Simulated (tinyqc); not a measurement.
Kink density above f_c: Frenkel-Kontorova chain: a misfit dislocation (kink) in a monolayer on a periodic substrate. Computed by tinyqc, a small Python program. Command: `OMP_NUM_THREADS=1 python tinyqc.py 3016682 3016683 out.jsonl fkchain walk`. One thread of a shared host (Intel(R) Xeon(R) Processor @ 2.30GHz), about 0.04 s of CPU time with the checks.

E = sum_j [(k/2)(x_(j+1) - x_j - b)^2 + (W/2)(1 - cos(2 pi x_j/a))], x_j = a (j + u_j). A kink takes u from 0 to 1: the chain is stretched by one period and has one atom fewer than wells.

Inputs (values chosen for the exercise, for a model overlayer):

| quantity | value | unit |
|---|---|---|
| spring constant k | 7.37 | eV/angstrom^2 |
| substrate period a | 2.73 | angstrom |
| corrugation W | 3.65 | eV |
| misfit f = (b - a)/a | 0.24 | - |
| atomic mass M | 64.1 | u |

Constants: nu for 1 eV/(angstrom^2 u) = 15.6333042 THz.

Method. l0 = sqrt(k a^2/(2 W)); kink u(j) = (2/pi) arctan exp(pi j/l0); kink energy at f = 0: E0 = (4/pi) W l0; with misfit E0 - k a^2 f; kinks become favourable at f_c = 2/(pi l0), and a coherent chain with free ends loses stability at f_m = 1/l0. Lowest vibration of the flat chain: nu0 = 15.6333042 THz x sqrt(2 pi^2 W/(a^2 M)). Frank and van der Merwe: the modulus q solves f = 2 E(q)/(pi l0 q), and the kinks per atom are pi/(2 l0 q K(q)), with the complete elliptic integrals K and E; strain left = f - density (for f above f_c = 2/(pi l0)).

critical misfit f_c = 0.232084

kink width l0 = 2.74306

Continuum ground state:

| f | q | kinks per atom | strain left |
|---|---|---|---|
| 0.2332 | 0.99904 | 0.12689 | 0.10631 |
| 0.2367 | 0.99531 | 0.15430 | 0.08240 |
| 0.2437 | 0.98667 | 0.18042 | 0.06328 |
| 0.2553 | 0.97072 | 0.20775 | 0.04755 |
| 0.2785 | 0.93622 | 0.24671 | 0.03179 |
| 0.3249 | 0.86550 | 0.30704 | 0.01786 |
| 0.3945 | 0.76739 | 0.38510 | 0.00940 |
| 0.5106 | 0.63529 | 0.50639 | 0.00421 |

What follows from these numbers?

0.48 % above f_c the density is already 0.54 of f: kinks repel only exponentially, so they flood in, as 1/|ln(f - f_c)|. At 2.2 f_c they take up 99.2 % of the misfit and the layer floats nearly free. Caution: a corrugation above 1 eV is larger than real overlayers usually show; it is chosen to keep the kink narrow. Caution: for l0 below about 3 the kink spans few atoms, and the continuum kink energy is off by about 2 per cent or more.
